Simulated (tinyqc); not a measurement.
From results back to parameters: deformation-potential model of the L valleys of a conduction band. Four cases, with inputs chosen for the exercise.

Problem. An ellipsoidal valley with ml > mt has the density-of-states mass m_d = (ml mt^2)^(1/3) and, averaged over equivalent valleys, the conductivity mass m_c = 3/(1/ml + 2/mt).

Find: K = ml/mt; mt; ml.

Method. With K = ml/mt, m_d/m_c = K^(1/3) (2 + 1/K)/3, which rises steadily for K > 1 and so fixes K; then mt = m_d K^(-1/3) and ml = K mt.

Case 1.

m_d = 0.2150059 m0
m_c = 0.1169868 m0

Solution.

K = ml/mt = 19.413
mt = 0.080 m0
ml = 1.553 m0

Case 2.

m_d = 0.2247525 m0
m_c = 0.1214418 m0

Solution.

K = ml/mt = 19.855
mt = 0.083 m0
ml = 1.648 m0

Case 3.

m_d = 0.2223105 m0
m_c = 0.1199893 m0

Solution.

K = ml/mt = 19.927
mt = 0.082 m0
ml = 1.634 m0

Case 4.

m_d = 0.2232999 m0
m_c = 0.1227333 m0

Solution.

K = ml/mt = 18.786
mt = 0.084 m0
ml = 1.578 m0

Computed by tinyqc, one run a case: `OMP_NUM_THREADS=1 python tinyqc.py N N+1 out.jsonl` with N = 1050890, 1050932, 1051024, 1051088; one thread of a shared Intel(R) Xeon(R) Processor @ 2.30GHz, about 0.05 s a run at most.
